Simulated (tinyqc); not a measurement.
Inside a calculation. Model: thin-body transistor below threshold, two-dimensional Poisson equation on a small mesh.

Program tinyqc, `OMP_NUM_THREADS=1 python tinyqc.py 2480051 2480052 out.jsonl`; Intel Xeon 2.30GHz, shared host, one thread, about 0.09 s. Printed values are rounded.

A thin body on a thick buried insulator of low permittivity, taken as carrying no normal field at the bottom of the body (row 0). Mobile charge is neglected (subthreshold), the body is fully depleted, and potentials are counted from the intrinsic level; rows run upward to the gate, columns from source to drain.

Parameters, values chosen for the exercise; semiconductor permittivity close to that of silicon: temperature T = 293 K; relative permittivity of the semiconductor eps_r = 11.7; relative permittivity of the insulator eox = 7.5; body thickness tb = 6 nm; insulator thickness tox = 1.9 nm; channel length L = 41 nm; acceptor density of the depleted body Na = 1.7e18 cm^-3; potential of the source Vbi = 0.59 V; gate offset Vfb = 0.06 V; gate voltage Vg = 0 V; drain voltage Vd = 0.7 V.

Constants: q = 1.602176634e-19 C, kB = 1.380649e-23 J/K, Vt = kB T/q, eps0 = 8.8541878128e-14 F/cm where lengths are in cm. Results are converted to the units shown.

## Coefficients of the five-point equations

Mesh: rows i = 0..2 in the semiconductor (step hs = tb/2, row 2 on the interface), then 2 step(s) ho = tox/2 up to the gate row 4; columns j = 0..5 (step hy = L/5). Box integration, divided by eps0: up_i = eps hy/h of the interval above row i, dn_i = that of the interval below (0 for row 0), lat_i = (sum of eps h/2 over the intervals above and below)/hy, s_i = -q Na w_i hy/eps0 with w_i the semiconductor height of the box (hs/2 for row 0 and the interface row, hs between, 0 in the insulator). Each free node obeys (up + dn + 2 lat) psi = up psi(above) + dn psi(below) + lat [psi(left) + psi(right)] + s.

| row | up | dn | lat | s (V) |
|---|---|---|---|---|
| 0 | 31.98 | 0 | 2.140244 | -0.3783691 |
| 1 | 31.98 | 31.98 | 4.280488 | -0.7567383 |
| 2 | 64.73684 | 31.98 | 2.574695 | -0.3783691 |
| 3 | 64.73684 | 64.73684 | 0.8689024 | 0 |

## Iteration 1: over-relaxation sweep (omega = 1.36)

psi at the start (fixed values on the edges, free nodes at the gate value) (V):

|  | j=0 | j=1 | j=2 | j=3 | j=4 | j=5 |
|---|---|---|---|---|---|---|
| row 0 | 0.590000 | -0.060000 | -0.060000 | -0.060000 | -0.060000 | 1.290000 |
| row 1 | 0.590000 | -0.060000 | -0.060000 | -0.060000 | -0.060000 | 1.290000 |
| row 2 | 0.590000 | -0.060000 | -0.060000 | -0.060000 | -0.060000 | 1.290000 |
| row 3 | 0.265000 | -0.060000 | -0.060000 | -0.060000 | -0.060000 | 0.615000 |
| row 4 | -0.060000 | -0.060000 | -0.060000 | -0.060000 | -0.060000 | -0.060000 |

Free nodes: rows 0..3, columns 1..4, taken row by row from row 0, left to right. t = (up psi(above) + dn psi(below) + lat [psi(left) + psi(right)] + s)/(up + dn + 2 lat), with the newest neighbours; psi(new) = psi + 1.36 (t - psi).

psi after iteration 1 (V):

|  | j=0 | j=1 | j=2 | j=3 | j=4 | j=5 |
|---|---|---|---|---|---|---|
| row 0 | 0.590000 | -0.022014 | -0.071142 | -0.075086 | 0.032966 | 1.290000 |
| row 1 | 0.590000 | 0.000767 | -0.075995 | -0.084523 | 0.087963 | 1.290000 |
| row 2 | 0.590000 | -0.016763 | -0.070395 | -0.075879 | 0.043982 | 1.290000 |
| row 3 | 0.265000 | -0.028061 | -0.066687 | -0.070715 | 0.015754 | 0.615000 |
| row 4 | -0.060000 | -0.060000 | -0.060000 | -0.060000 | -0.060000 | -0.060000 |

## Iteration 2: over-relaxation sweep (omega = 1.36)

As before.

psi after iteration 2 (V):

|  | j=0 | j=1 | j=2 | j=3 | j=4 | j=5 |
|---|---|---|---|---|---|---|
| row 0 | 0.590000 | 0.036304 | -0.082846 | -0.092545 | 0.175571 | 1.290000 |
| row 1 | 0.590000 | 0.038513 | -0.082429 | -0.084328 | 0.182597 | 1.290000 |
| row 2 | 0.590000 | 0.011034 | -0.074769 | -0.075916 | 0.112426 | 1.290000 |
| row 3 | 0.265000 | -0.020967 | -0.067248 | -0.066205 | 0.034449 | 0.615000 |
| row 4 | -0.060000 | -0.060000 | -0.060000 | -0.060000 | -0.060000 | -0.060000 |

## Course of the iteration: over-relaxation sweep (omega = 1.36)

Stop when the largest change of psi is below 1e-7 V, or after 400 iterations. Fixed values: gate row Vg - Vfb; column 0 at Vbi and the last column at Vbi + Vd in the semiconductor, each running linearly to Vg - Vfb across the insulator.

Course of the iteration:

| iteration | psi at row 0, j = 2 (V) | largest \|change\| of one entry (V) |
|---|---|---|
| 1 | -0.07114201 | 0.148 |
| 2 | -0.08284631 | 0.143 |
| 3 | -0.08587757 | 0.0636 |
| 4 | -0.08339869 | 0.0346 |
| 5 | -0.07797948 | 0.0178 |
| 6 | -0.07291507 | 8.17e-3 |
| 7 | -0.06933874 | 3.58e-3 |
| 8 | -0.06758110 | 1.76e-3 |
| 9 | -0.06686435 | 7.36e-4 |
| 10 | -0.06660962 | 4.04e-4 |
| 11 | -0.06653638 | 1.56e-4 |
| 12 | -0.06650929 | 4.28e-5 |
| 13 | -0.06649770 | 1.16e-5 |
| 14 | -0.06649390 | 3.80e-6 |
| 15 | -0.06649251 | 1.39e-6 |
| 16 | -0.06649206 | 4.48e-7 |
| 17 | -0.06649196 | 2.67e-7 |
| 18 | -0.06649190 | 1.05e-7 |
| 19 | -0.06649187 | 3.32e-8 |

Converged in 19 iterations. The changes do not fall evenly; from iteration 14 to 19 they shrink by a factor of 2.6 a step on average.

## Barrier, swing and barrier lowering

converged psi (V):

|  | j=0 | j=1 | j=2 | j=3 | j=4 | j=5 |
|---|---|---|---|---|---|---|
| row 0 | 0.590000 | 0.072337 | -0.066492 | -0.025139 | 0.278514 | 1.290000 |
| row 1 | 0.590000 | 0.058815 | -0.066719 | -0.030862 | 0.242974 | 1.290000 |
| row 2 | 0.590000 | 0.014660 | -0.064885 | -0.044775 | 0.127606 | 1.290000 |
| row 3 | 0.265000 | -0.021026 | -0.062098 | -0.051859 | 0.037085 | 0.615000 |
| row 4 | -0.060000 | -0.060000 | -0.060000 | -0.060000 | -0.060000 | -0.060000 |

d psi/dVg on row 0: j=0 0.0000000, j=1 0.6954846, j=2 0.8997276, j=3 0.8997276, j=4 0.6954846, j=5 0.0000000
d psi/dVd on row 0: j=0 0.000000, j=1 0.004989, j=2 0.020598, j=3 0.079674, j=4 0.299527, j=5 1.000000

The barrier is read along row 0, the path farthest from the gate. Take the node j of lowest psi: barrier Vbi - psi_j; swing Vt ln 10/(d psi_j/dVg); DIBL = (d psi_j/dVd)/(d psi_j/dVg). The derivatives solve the same equations with s = 0 and a unit change of that voltage.

j = 2
barrier = 0.6564919 V
swing = 64.61676 mV/decade
DIBL = 22.89400 mV/V

A mesh of 12, 8 and 80 steps (semiconductor, insulator, channel) gives a barrier of 0.681 V, a swing of 62.2 mV a decade and a DIBL of 23.7 mV/V; the small mesh puts the barrier 3.5 % below that. In this column psi is higher at the interface than on row 0, so electrons would pass more easily near the interface.
